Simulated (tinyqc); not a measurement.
Dead time and true rate from two light levels.

Inverse problem. A non-paralysable detector measures m = n/(1 + n td); dark counts are negligible. Find td and the true rate at the lower flux.

measured rates at a photon flux and at four times that flux (1/s): 5.4014599e7  1.1935484e8

Solution. 1/m = 1/n + td, so the difference of the inverse rates is 3/(4 n).

td = 5.00 ns
n = 7.40e7 1/s

tinyqc, about 0.01 s, one thread, Intel Xeon 2.30GHz (shared host): `OMP_NUM_THREADS=1 python tinyqc.py 2630103 2630104 out.jsonl`
